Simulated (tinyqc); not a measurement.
# Chip with leakage that grows with temperature, electro-thermal loop and runaway: two studies

One temperature T for the device, T = T0 + Rth P(T), with P(T) = Pd + Pl (T/300 K)^2 exp[(q Ea/kB)(1/(300 K) - 1/T)]. The loop gain is Rth dP/dT; a solution is thermally stable when it is below one.

Parameters, values chosen for the exercise: ambient temperature T0 = 320 K; temperature-independent switching power Pd = 16 W; leakage power at 300 K Pl = 0.0932 W; activation energy of the leakage Ea = 0.48 eV; thermal resistance Rth = 1.9 K/W.

Constants: q = 1.602176634e-19 C, kB = 1.380649e-23 J/K. Results are converted to the units shown.

Each table varies one quantity; the others keep the values above.

## Effect of the thermal resistance

P'(T) = (P - Pd)(2/T + q Ea/(kB T^2)), G = Rth P'. T is the lowest solution and Tu the next, unstable one.

Effect of the thermal resistance:
```
Rth (K/W),T (K),P (W),G,Tu (K)
0.633,330.5,16.63,0.02269,477.1
0.764,332.8,16.71,0.03071,467.9
0.921,335.5,16.83,0.04246,458.8
1.11,338.9,17.00,0.06042,449.5
1.34,343.1,17.26,0.08955,439.9
1.62,348.6,17.68,0.1402,429.5
1.95,355.9,18.43,0.2347,418.1
2.35,367.6,20.25,0.4663,402.9
```

What does the comparison show?

As Rth goes from 0.633 to 2.35 K/W, T rises from 330.5 to 367.6 K, the power rises from 16.6 to 20.3 W and the loop gain rises from 0.0227 to 0.466. The gap between the stable and unstable solutions goes from 147 to 35.3 K. At Rth = 2.84 K/W no solution is left within 900 K of T0: thermal runaway.

## Effect of the ambient temperature

Same model as above.

Effect of the ambient temperature:
```
T0 (K),T (K),P (W),G,Tu (K)
260,290.5,16.05,0.006590,442.5
272,302.6,16.11,0.01426,439.3
284,314.9,16.25,0.02932,435.7
296,327.4,16.52,0.05792,431.5
308,340.5,17.09,0.1118,426.5
320,354.7,18.29,0.2169,419.8
332,372.6,21.35,0.4621,409.3
```

Read the table: what changes, and by how much?

As T0 goes from 260 to 332 K, T rises from 290.5 to 372.6 K, the power rises from 16.0 to 21.3 W and the loop gain rises from 0.00659 to 0.462. The gap between the stable and unstable solutions goes from 152 to 36.7 K. At T0 = 344 K no solution is left within 900 K of T0: thermal runaway.

Program tinyqc, `OMP_NUM_THREADS=1 python tinyqc.py 2520042 2520043 out.jsonl`; Intel Xeon 2.30GHz, shared host, one thread, about 0.01 s.
